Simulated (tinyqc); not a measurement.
Changing the temperature T: oxide trap near a transistor channel: two-state multiphonon kinetics, telegraph noise and bias instability. Computed by tinyqc, a small Python program. Command: `OMP_NUM_THREADS=1 python tinyqc.py 3022606 3022607 out.jsonl oxidetrap sweep`. One thread of a shared host (Intel(R) Xeon(R) Processor @ 2.30GHz), about 0.01 s of CPU time with the checks.

An n-channel device under positive gate bias. The trap is empty (state 1) or holds an electron (state 2); both states are parabolas of equal curvature, and the electron reservoir is taken at the Fermi level of the channel.

Inputs (values chosen for the exercise, with an insulator like SiO2 on silicon): insulator constant eps_ox = 4.02; insulator thickness t_ox = 2.7 nm; trap depth x from the interface = 0.35 nm; tunnel barrier phi_b = 3.09 eV; tunnelling mass m_ox = 0.42 m_0; trap level above E_F at zero field E_t = 0.2 eV; relaxation energy E_R = 2.6 eV; oxide field F = 5.8 MV/cm; attempt rate k_0 at the interface = 9e+12 1/s; channel width W = 450 nm; channel length L = 300 nm; frequency f = 2000 Hz.

Parts treated: one trap.

Constants: hbar^2/(2 m_0) = 3.80998212 eV angstrom^2; k_B = 8.617333262e-05 eV/K; e = 1.602176634e-19 C; eps_0 = 8.8541878128e-12 F/m.

Method:
- kappa = sqrt(2 m_ox phi_b)/hbar = sqrt(m_ox phi_b/(hbar^2/2m_0)); attenuation length lambda = 1/(2 kappa); factor exp(-x/lambda) for a rectangular barrier.
- E_21 = E_t - e F x is the energy of state 2 over state 1; barriers E_c = (E_R + E_21)^2/(4 E_R), E_e = E_c - E_21; tau_c = exp(E_c/k_B T)/(k_0 P), tau_e = exp(E_e/k_B T)/(k_0 P), P the tunnelling factor; occupation f_2 = tau_e/(tau_c + tau_e); 1/tau_0 = 1/tau_c + 1/tau_e.
- Charge-sheet step dV = e (t_ox - x)/(eps_ox eps_0 W L); Lorentzian spectrum S(f) = 4 dV^2 tau_0^2/((tau_c + tau_e)(1 + (2 pi f tau_0)^2)); corner 1/(2 pi tau_0); variance dV^2 f_2 (1 - f_2) = dV^2 tau_0/(tau_c + tau_e).

One run for each value:
```
temperature T (K)  capture time tau_c (s)  emission time tau_e (s)  corner frequency (Hz)  occupation f_2
200                             1.451e+05                1.726e+05              2.019e-06          0.5434
240                             2.741e+02                3.169e+02              1.083e-03          0.5362
280                             3.108e+00                3.520e+00              9.641e-02          0.5310
320                             1.080e-01                1.204e-01              2.795e+00          0.5272
360                             7.919e-03                8.723e-03              3.834e+01          0.5242
400                             9.790e-04                1.068e-03              3.116e+02          0.5217
440                             1.770e-04                1.916e-04              1.730e+03          0.5198
480                             4.256e-05                4.576e-05              7.217e+03          0.5181
```

Over the rows, capture time tau_c (s) falls from 145000 to 4.26e-5 (exponent d ln y / d ln x -34 between the first rows and -16 between the last); emission time tau_e (s) falls from 173000 to 4.58e-5 (exponent d ln y / d ln x -35 between the first rows and -16 between the last); corner frequency (Hz) rises from 2.02e-6 to 7220 (exponent d ln y / d ln x 34 between the first rows and 16 between the last). Arrhenius slopes give 0.649 eV for capture and 0.652 eV for emission; elastic tunnelling alone would leave only their difference E_21.

Caution (rows 200, 240): at this temperature nuclear tunnelling through such barriers shortens the times below these classical values.
